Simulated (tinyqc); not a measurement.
Valley splitting in a one-orbital chain of atomic planes (second-neighbour model): one step. Levels and the valley doublet. Five cases, with inputs chosen for the exercise.

Question. Diagonalise H. The two lowest levels are the doublet made from the valleys at +k0 and -k0; give their splitting, the weights of the lowest state, and its parity under reversal of the planes.

Case 1.

H (eV):
```
          1         2         3         4         5         6         7         8         9
1  1.439930  0.634307  0.641575         0         0         0         0         0         0
2  0.634307  1.439930  0.634307  0.641575         0         0         0         0         0
3  0.641575  0.634307  1.439930  0.634307  0.641575         0         0         0         0
4         0  0.641575  0.634307  1.439930  0.634307  0.641575         0         0         0
5         0         0  0.641575  0.634307  1.439930  0.634307  0.641575         0         0
6         0         0         0  0.641575  0.634307  1.439930  0.634307  0.641575         0
7         0         0         0         0  0.641575  0.634307  1.439930  0.634307  0.641575
8         0         0         0         0         0  0.641575  0.634307  1.439930  0.634307
9         0         0         0         0         0         0  0.641575  0.634307  1.439930
```

Case 2.

H (eV):
$$\begin{pmatrix}
1.454793 & 0.665076 & 0.641161 & 0 & 0 & 0 & 0 \\
0.665076 & 1.454793 & 0.665076 & 0.641161 & 0 & 0 & 0 \\
0.641161 & 0.665076 & 1.454793 & 0.665076 & 0.641161 & 0 & 0 \\
0 & 0.641161 & 0.665076 & 1.454793 & 0.665076 & 0.641161 & 0 \\
0 & 0 & 0.641161 & 0.665076 & 1.454793 & 0.665076 & 0.641161 \\
0 & 0 & 0 & 0.641161 & 0.665076 & 1.454793 & 0.665076 \\
0 & 0 & 0 & 0 & 0.641161 & 0.665076 & 1.454793
\end{pmatrix}$$

Case 3.

H (eV):
```
           1         2         3         4         5         6         7         8         9        10
1   1.375116  0.625838  0.606885         0         0         0         0         0         0         0
2   0.625838  1.375116  0.625838  0.606885         0         0         0         0         0         0
3   0.606885  0.625838  1.375116  0.625838  0.606885         0         0         0         0         0
4          0  0.606885  0.625838  1.375116  0.625838  0.606885         0         0         0         0
5          0         0  0.606885  0.625838  1.375116  0.625838  0.606885         0         0         0
6          0         0         0  0.606885  0.625838  1.375116  0.625838  0.606885         0         0
7          0         0         0         0  0.606885  0.625838  1.375116  0.625838  0.606885         0
8          0         0         0         0         0  0.606885  0.625838  1.375116  0.625838  0.606885
9          0         0         0         0         0         0  0.606885  0.625838  1.375116  0.625838
10         0         0         0         0         0         0         0  0.606885  0.625838  1.375116
```

Case 4.

H (eV):
$$\begin{pmatrix}
1.320126 & 0.587108 & 0.586612 & 0 & 0 & 0 & 0 \\
0.587108 & 1.320126 & 0.587108 & 0.586612 & 0 & 0 & 0 \\
0.586612 & 0.587108 & 1.320126 & 0.587108 & 0.586612 & 0 & 0 \\
0 & 0.586612 & 0.587108 & 1.320126 & 0.587108 & 0.586612 & 0 \\
0 & 0 & 0.586612 & 0.587108 & 1.320126 & 0.587108 & 0.586612 \\
0 & 0 & 0 & 0.586612 & 0.587108 & 1.320126 & 0.587108 \\
0 & 0 & 0 & 0 & 0.586612 & 0.587108 & 1.320126
\end{pmatrix}$$

Case 5.

H (eV):
```
           1         2         3         4         5         6         7         8         9        10        11
1   1.505705  0.724106  0.652389         0         0         0         0         0         0         0         0
2   0.724106  1.505705  0.724106  0.652389         0         0         0         0         0         0         0
3   0.652389  0.724106  1.505705  0.724106  0.652389         0         0         0         0         0         0
4          0  0.652389  0.724106  1.505705  0.724106  0.652389         0         0         0         0         0
5          0         0  0.652389  0.724106  1.505705  0.724106  0.652389         0         0         0         0
6          0         0         0  0.652389  0.724106  1.505705  0.724106  0.652389         0         0         0
7          0         0         0         0  0.652389  0.724106  1.505705  0.724106  0.652389         0         0
8          0         0         0         0         0  0.652389  0.724106  1.505705  0.724106  0.652389         0
9          0         0         0         0         0         0  0.652389  0.724106  1.505705  0.724106  0.652389
10         0         0         0         0         0         0         0  0.652389  0.724106  1.505705  0.724106
11         0         0         0         0         0         0         0         0  0.652389  0.724106  1.505705
```

Give: levels; splitting; weights on the planes; parity of the lowest state.

Answer.

Case 1.

levels (eV): [0.1609, 0.2287, 0.5853, 0.8055, 1.1745, 1.2971, 2.0143, 2.9772, 3.7159]

splitting = 67.74 meV

weights on the planes: [0.071, 0.072, 0.071, 0.286, 0.000, 0.286, 0.071, 0.072, 0.071]

parity of the lowest state: odd

The mean of the doublet lies 0.1948 eV above the bulk minimum, and level 3 lies 0.3905 eV above that mean; the weights oscillate from plane to plane because the two valleys interfere.

Case 2.

levels (eV): [0.2346, 0.3350, 0.7902, 1.1196, 1.4570, 2.5980, 3.6491]

splitting = 100.40 meV

weights on the planes: [0.102, 0.161, 0.037, 0.399, 0.037, 0.161, 0.102]

parity of the lowest state: even

The mean of the doublet lies 0.2848 eV above the bulk minimum, and level 3 lies 0.5054 eV above that mean; the weights oscillate from plane to plane because the two valleys interfere.

Case 3.

levels (eV): [0.1486, 0.1536, 0.5193, 0.5974, 0.9477, 1.1836, 1.3777, 2.1881, 3.0156, 3.6196]

splitting = 5.04 meV

weights on the planes: [0.030, 0.110, 0.000, 0.251, 0.109, 0.109, 0.251, 0.000, 0.110, 0.030]

parity of the lowest state: even

The mean of the doublet lies 0.1511 eV above the bulk minimum, and level 3 lies 0.3682 eV above that mean; the weights oscillate from plane to plane because the two valleys interfere.

Case 4.

levels (eV): [0.2185, 0.3039, 0.7330, 1.0401, 1.3201, 2.3368, 3.2884]

splitting = 85.42 meV

weights on the planes: [0.100, 0.164, 0.036, 0.400, 0.036, 0.164, 0.100]

parity of the lowest state: even

The mean of the doublet lies 0.2612 eV above the bulk minimum, and level 3 lies 0.4718 eV above that mean; the weights oscillate from plane to plane because the two valleys interfere.

Case 5.

levels (eV): [0.1212, 0.1561, 0.4691, 0.5457, 0.9706, 1.0227, 1.2727, 1.7981, 2.6711, 3.4821, 4.0532]

splitting = 34.88 meV

weights on the planes: [0.050, 0.022, 0.096, 0.167, 0.021, 0.288, 0.021, 0.167, 0.096, 0.022, 0.050]

parity of the lowest state: even

The mean of the doublet lies 0.1387 eV above the bulk minimum, and level 3 lies 0.3304 eV above that mean; the weights oscillate from plane to plane because the two valleys interfere.

Computed by tinyqc, one run a case: `OMP_NUM_THREADS=1 python tinyqc.py N N+1 out.jsonl` with N = 1451366, 1451382, 1451462, 1451565, 1451590; one thread of a shared Intel(R) Xeon(R) Processor @ 2.30GHz, about 0.02 s a run at most.
